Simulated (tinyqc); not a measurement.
Conversion gain and read noise from the photon-transfer curve.

Question. Temporal variance = CG x mean output + vn^2 (dark signal removed), CG = q As/Cf. Find CG, vn, the read noise in electrons and Cf.

Inputs (values chosen for the exercise): source-follower gain As = 0.93.

Constants: q = 1.602176634e-19 C. Results are converted to the units shown.

temporal variance at mean outputs of 20 and 120 mV (mV^2): 1.761433729  10.52628237

Solution. Poisson statistics make the slope equal to CG; the intercept is vn^2.

CG = 87.6 uV/electron
vn = 92.0 uV
read noise = 1.05 electrons
Cf = 1.70 fF

tinyqc, about 0.01 s, one thread, Intel Xeon 2.30GHz (shared host): `OMP_NUM_THREADS=1 python tinyqc.py 2630059 2630060 out.jsonl`
